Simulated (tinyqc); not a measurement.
Internal photoemission over an interface barrier: two steps of the calculation.

Electrons are excited from a metal over the barrier Phi(F) = P0 - sqrt(q F/(4 pi eps0 ei)), whose top lies at xm = sqrt(q/(16 pi eps0 ei F)). The yield is Y = A (hv - Phi)^p exp(-xm/l), with A = 1 here.

Parameters, values chosen for the exercise; dielectric values close to those of silicon dioxide: barrier at zero field P0 = 2.97 eV; image-force permittivity ei = 2.31; scattering length in the image well l = 2.9 nm; field in the dielectric F = 0.8 MV/cm.

Constants: q = 1.602176634e-19 C, h = 6.62607015e-34 J s, c = 299792458 m/s, eps0 = 8.8541878128e-14 F/cm where lengths are in cm. Results are converted to the units shown.

Problem 1. Barrier in the field. Lowering P0 - Phi, barrier, position of its top, scattering factor and threshold wavelength.

Give: lowering; Phi; xm; exp(-xm/l); threshold wavelength h c/(q Phi).

Solution 1.

lowering = 223.31 meV
Phi = 2.7467 eV
xm = 1.3957 nm
exp(-xm/l) = 0.61799
threshold wavelength h c/(q Phi) = 451.40 nm

Problem 2. Threshold from a spectrum. The yields were made at this field with a scatter of 2 %. Fit Y^(1/n) on hv by least squares for n = 2 and n = 3; the zero of the line is the threshold.

hv, point 0 to 5 (eV): [2.9, 3.03, 3.16, 3.29, 3.42, 3.55]
Y, point 0 to 5: [0.01487, 0.05086, 0.1082, 0.1784, 0.2803, 0.3991]

Give: Y^(1/2); Y^(1/3); threshold for n = 2; threshold for n = 3.

Solution 2.

Y^(1/2), point 0 to 5: [0.12194, 0.22552, 0.32894, 0.42237, 0.52943, 0.63174]
Y^(1/3), point 0 to 5: [0.24591, 0.37050, 0.47651, 0.56294, 0.65445, 0.73625]
threshold for n = 2 = 2.7428 eV
threshold for n = 3 = 2.5435 eV

Program tinyqc, `OMP_NUM_THREADS=1 python tinyqc.py 2410027 2410028 out.jsonl`; Intel Xeon 2.30GHz, shared host, one thread, about 0.01 s.
